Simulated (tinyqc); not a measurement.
# n-type polysilicon, carrier trapping at grain boundaries: effect of the doping

One-dimensional grains of size Lg, uniform ionised doping N, monovalent traps Qt at each boundary at a depth Et below (for electrons) or above (for holes) the band edge there, abrupt depletion of width W on each side of a boundary, Boltzmann statistics. xi is the distance from the band edge at the grain centre to the Fermi level. Trapped charge Qt/(1 + exp((xi + VB - Et)/Vt)) = 2 N W, barrier VB = q N W^2/(2 eps0 eps_r).

If the trap equation with xi = Vt ln(NB/N) has a root W < Lg/2, the grain is partly depleted; otherwise W = Lg/2 and the trap equation gives xi = Et - VB + Vt ln(Qt/(N Lg) - 1). N* = Qt/Lg. n0 = NB exp(-xi/Vt); mean density n0 (1 - 2 W/Lg) by charge balance in a partly depleted grain, and n0 (sqrt(pi)/2) erf(u)/u with u = sqrt(VB/Vt) in a fully depleted one; v = sqrt(kB T/(2 pi ms m0)); barrier resistivity Vt exp(VB/Vt)/(q fe n0 v Lg); grain resistivity (1 - 2 W/Lg)/(q n0 mug); effective mobility 1/(q mean density total resistivity). Rows with xi above 0.45 V, towards mid-gap, are left out, since the other carrier type is ignored.

Inputs (values chosen for the exercise); values of the order met in polycrystalline silicon: temperature T = 400 K; relative permittivity eps_r = 11.7; conduction-band density of states at T NB = 4.31e19 cm^-3; grain size Lg = 130 nm; trap density of a grain boundary Qt = 2.6e12 cm^-2; depth of the trap level from the majority band edge at the boundary Et = 0.32 eV; mass for thermionic emission ms = 0.39 m0; correction factor of the emission rate fe = 0.25; mobility inside the grains mug = 210 cm^2/(V s).

Constants: q = 1.602176634e-19 C, kB = 1.380649e-23 J/K, m0 = 9.1093837015e-31 kg, Vt = kB T/q, eps0 = 8.8541878128e-14 F/cm where lengths are in cm. Results are converted to the units shown.

Effect of the doping:

| N (cm^-3) | N/N* | depleted share 2 W/Lg | VB (V) | xi (V) | mean density (cm^-3) | resistivity (ohm cm) | effective mobility (cm^2/(V s)) |
|---|---|---|---|---|---|---|---|
| 1e16 | 0.05000 | 1.000 | 0.03267 | 0.3888 | 4.117e14 | 63.13 | 240.2 |
| 2.1e16 | 0.1050 | 1.000 | 0.06861 | 0.3253 | 2.061e15 | 28.32 | 106.9 |
| 4.4e16 | 0.2200 | 0.9461 | 0.1287 | 0.2374 | 2.373e15 | 12.68 | 207.4 |
| 9.3e16 | 0.4650 | 0.6686 | 0.1358 | 0.2116 | 3.082e16 | 7.470 | 27.11 |
| 2e17 | 1.000 | 0.4628 | 0.1399 | 0.1852 | 1.074e17 | 3.937 | 14.75 |
| 4.1e17 | 2.050 | 0.3201 | 0.1373 | 0.1605 | 2.788e17 | 1.790 | 12.51 |
| 8.6e17 | 4.300 | 0.2041 | 0.1171 | 0.1349 | 6.844e17 | 0.4899 | 18.61 |
| 1.8e18 | 9.000 | 0.1092 | 0.07019 | 0.1095 | 1.603e18 | 0.07136 | 54.55 |
| 3.8e18 | 19.00 | 0.05248 | 0.03420 | 0.08371 | 3.601e18 | 0.01686 | 102.8 |
| 8e18 | 40.00 | 0.02498 | 0.01631 | 0.05805 | 7.800e18 | 0.006293 | 127.2 |

As N goes from 1e16 to 8e18, VB goes from 0.0327 through a maximum of 0.140 (at N = 2e17 among the rows listed) to 0.0163 V, the resistivity falls from 63.1 to 0.00629 ohm cm and the effective mobility moves up and down between 12.5 and 240 cm^2/(V s). The steepest fall of the resistivity among the rows, as N^(-2.6), lies between N = 8.6e17 and 1.8e18 cm^-3; N* = 2.00e17 cm^-3. While the grain is fully depleted VB grows as N; once the traps are full it falls as 1/N. For N = 3.8e18, 8e18 xi is under 2.5 Vt, where Boltzmann statistics begin to fail. For N = 1e16, 3.8e18, 8e18 VB is below Vt, where abrupt depletion and thermionic emission are rough. For N = 2.1e16, 4.4e16, 9.3e16 the grain is near the changeover between partial and full depletion, within a few Debye lengths, where both limits are rough. For N = 1e16 the effective mobility exceeds mug, since drift through the depleted part of the grain is left out.

tinyqc, about 0.01 s, one thread, Intel Xeon 2.30GHz (shared host): `OMP_NUM_THREADS=1 python tinyqc.py 2830174 2830175 out.jsonl`
